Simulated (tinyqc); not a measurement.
# Bloch-Grueneisen resistivity of a metal, step by step

A worked calculation. Computed by tinyqc, a small Python program that keeps every step. Command: `OMP_NUM_THREADS=1 python tinyqc.py 3019776 3019777 out.jsonl bg walk`. One thread of a shared host (Intel(R) Xeon(R) Processor @ 2.30GHz), about 0.01 s of CPU time with the checks. Intermediate numbers are printed to about 6 digits and carried at full precision; extremes and crossings named in words are read from the listed rows.

Electrons scatter from a Debye spectrum of phonons (n = 5 for scattering within one band, n = 3 for scattering into a second, heavy band) and from static defects.

Inputs (values chosen for the exercise, modelled on tungsten):
```
quantity,value,unit
exponent n,3,-
Debye temperature Theta,327,K
transport coupling lambda_tr,0.25,-
Drude plasma energy hbar w_p,7.2,eV
residual resistivity rho_0,0.015,microohm cm
temperature T,20,K
saturation resistivity,130,microohm cm
```

Addition: saturation.

Constants: k_B = 1.380649e-23 J/K; hbar = 1.054571817e-34 J s; eps_0 = 8.8541878128e-12 F/m; hbar = 6.582119569e-16 eV s; k_B = 8.617333262e-05 eV/K.

## Scale of the phonon resistivity

rho_ph = (n - 1) rho_1 (T/Theta)^n J_n(Theta/T), with rho_1 = 2 pi lambda_tr k_B Theta/(hbar eps_0 w_p^2), the high-temperature line at T = Theta.

rho_1 = 6.34735 microohm cm

## The integral and the phonon part

J_n(y) = int_0^y x^n e^x/(e^x - 1)^2 dx, by 96 Gauss-Legendre points (upper limit at most 60).

Theta/T = 16.35

J_n = 7.21192

phonon resistivity rho_ph = 0.0209469 microohm cm

This is 5.4 % of the straight line rho_1 T/Theta.

## Total resistivity and derived numbers

Parallel-resistor saturation: 1/rho = 1/(rho_0 + rho_ph) + 1/rho_sat. Temperature coefficient (1/rho) d rho/dT by a central difference of +/- 0.5 K; residual ratio rho(295 K)/rho(4.2 K); scattering time tau = 1/(eps_0 w_p^2 rho); Wiedemann-Franz kappa = L_0 T/rho, L_0 = (pi^2/3)(k_B/e)^2.

resistivity rho = 0.0359370 microohm cm

temperature coefficient = 87.3783 1e-3/K

residual resistance ratio = 344.885

scattering time = 2626.49 fs

Wiedemann-Franz conductivity = 1359.60 W/(m K)

The coefficient is 1.75 times 1/T; it exceeds 1/T because the phonon part, extended linearly, meets zero above T = 0. Caution: below about Theta/2 small-angle phonon scattering degrades heat flow more than charge flow, so a thermal conductivity taken from rho by the Wiedemann-Franz law would be too high.

## Limits of the phonon part

Low T: (n - 1) n! zeta(n) rho_1 (T/Theta)^n. High T: rho_1 (T/Theta) [1 - (n - 1)/(12 (n + 1)) (Theta/T)^2].

Resistivities (microohm cm):
```
T (K),rho_ph,low-T law,straight line,line with correction,total rho
9.8,2.46453e-03,2.46453e-03,0.1902,-,1.74622e-02
16.0,1.07254e-02,1.07255e-02,0.3106,-,2.57203e-02
26.0,4.59670e-02,4.60231e-02,0.5047,-,6.09384e-02
39.0,1.51114e-01,1.55328e-01,0.7570,-,1.65902e-01
65.0,5.62388e-01,7.19111e-01,1.2617,-,5.74835e-01
110.0,1.53182e+00,3.48525e+00,2.1352,1.3490,1.52864e+00
160.0,2.63211e+00,1.07255e+01,3.1057,2.5652,2.59428e+00
260.0,4.73095e+00,4.60231e+01,5.0468,4.7142,4.57879e+00
390.0,7.35358e+00,1.55328e+02,7.5702,7.3485,6.97332e+00
650.0,1.24851e+01,7.19111e+02,12.6171,12.4840,1.14036e+01
```

The low-T law holds to 10 % up to 39 K, the straight line from 260 K on. The local exponent of rho_ph falls from 3.00 to 1.04. Phonons overtake the residual resistivity between 16.0 and 26.0 K. Saturation lowers the last total by 8.8 %.

Checks made by the program: J_n at large argument against n! zeta(n) (relative difference below 1e-10).
